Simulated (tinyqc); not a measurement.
Worked calculation: six-band hole subbands of a thin body in a field. Values are carried at full precision from step to step, so a last printed digit may differ when a step is redone from the rounded ones.

Constants: hbar^2/2m0 = 3.80998211 eV angstrom^2.

Values chosen for the exercise (near those of a p-type Ge channel; shifted at random, so the results belong to these values and not to a real crystal): g1 = 13.44 (Luttinger gamma1); g2 = 4.24 (gamma2); g3 = 5.68 (gamma3); face = 111 (surface); Dso = 0.291 eV (spin-orbit splitting); b = -2.59 eV (tetragonal potential); d = -5.25 eV (trigonal potential); S = (9.65, -2.72, 14.96) 1/TPa (compliances s11, s12, s44); t = 95 angstrom (body thickness); F = 0 MV/cm (field across the body); sx = 0 GPa (stress along the channel [1-10], negative in compression); kmax = 0.06 1/angstrom (end of the path).

## Confinement masses without spin-orbit coupling

C(n n^T)/c has C_XX = (g1 + 4 g2) nx^2 + (g1 - 2 g2)(ny^2 + nz^2) and C_XY = 6 g3 nx ny, n the unit normal; its eigenvalues are the inverse masses along n.

C(n n^T)/c:
```
         X        Y        Z
X  13.4400  11.3600  11.3600
Y  11.3600  13.4400  11.3600
Z  11.3600  11.3600  13.4400
```

masses (m0): 0.4808  0.4808  0.0277

## The matrix for one sine at q = 0

Basis X, Y, Z times spin, hole energies counted downwards from the unstrained edge (the hydrostatic shift is left out), c = hbar^2/2m0. For a symmetric tensor T let C(T) have C_XX = L Txx + M (Tyy + Tzz), C_XY = N Txy (cyclic), L = c (g1 + 4 g2), M = c (g1 - 2 g2), N = 6 c g3. k = q + kz n, n the unit normal, q = k1 u + k2 v with u along the channel [1-10] and v = n x u. H = C(k k^T) + (Dso/3)(1 - L.sigma) - B + e F z with (L_k)_ij = -i epsilon_kij; B is the block C built from the traceless strain with 2b, -b and sqrt(3) d in place of L, M, N. Strain: exx = eyy = (s11 + s12) sx/2, ezz = s12 sx, exy = -s44 sx/4. Hard walls at z = 0 and t; basis sin(j pi z/t), j = 1 to Nz: kz^2 = (j pi/t)^2, kz = -i D with D_jl = 4 j l/(t (j^2 - l^2)), z_jj = t/2 and z_jl = -8 t j l/(pi (j^2 - l^2))^2 for j + l odd; 1 MV/cm = 0.01 eV/angstrom.

Nz = 1, in meV.

H (meV):
```
              X+            Y+      Z+            X-            Y-      Z-
X+        153.00  47.33+97.00i   47.33             0             0  -97.00
Y+  47.33-97.00i        153.00   47.33             0             0  97.00i
Z+         47.33         47.33  153.00         97.00       -97.00i       0
X-             0             0   97.00        153.00  47.33-97.00i   47.33
Y-             0             0  97.00i  47.33+97.00i        153.00   47.33
Z-        -97.00       -97.00i       0         47.33         47.33  153.00
```

## Its levels

Diagonalise; the levels come in pairs. Give each pair and its weights on X, Y, Z, summed over spin and averaged over the pair.

levels (meV): 8.67  86.15  364.18

weights:
```
   pair 1  pair 2  pair 3
X   0.333   0.333   0.333
Y   0.333   0.333   0.333
Z   0.333   0.333   0.333
```

## More sines

The four lowest pairs at q = 0.

Hole energies (meV):

| Nz | pair 1 | pair 2 | pair 3 | pair 4 |
|---|---|---|---|---|
| 1 | 8.67 | 86.15 | 364.18 | - |
| 2 | 8.67 | 34.67 | 86.15 | 191.62 |
| 4 | 8.67 | 34.67 | 78.00 | 86.15 |
| 8 | 8.67 | 34.67 | 78.00 | 86.15 |
| 16 | 8.67 | 34.67 | 78.00 | 86.15 |

One sine is exact for the top subband, since without a field nothing joins different j at q = 0. The second pair lies 26.0 meV deeper.

## Dispersion of the top subband

Nz = 14; the two lowest levels (spin-split where the field breaks inversion), in meV from their value at q = 0.

Energies (meV):

| \|q\| (1/angstrom) | u a | u b | v a | v b |
|---|---|---|---|---|
| 0.015 | 12.65 | 12.65 | 12.59 | 12.59 |
| 0.030 | 29.15 | 29.15 | 27.57 | 27.57 |
| 0.045 | 41.87 | 41.87 | 37.58 | 37.58 |
| 0.060 | 57.83 | 57.83 | 50.43 | 50.43 |

From the mean of each pair in the first row, c q^2/E gives 0.07 m0 along u and 0.07 m0 along v. Without a field each pair stays degenerate. These masses hold for the first row only: the band bends further out.

## Checks

- Top level at q = 0 on (001) without field and stress against c (g1 - 2 g2)(pi/t)^2, eV: both 0.02067.
- Hermiticity, and E(q) against E(-q): they agree to 1e-10 or better.

tinyqc: `OMP_NUM_THREADS=1 python tinyqc.py 1281099 1281100 out.jsonl`; about 0.4 s, one thread, shared Intel(R) Xeon(R) Processor @ 2.30GHz.
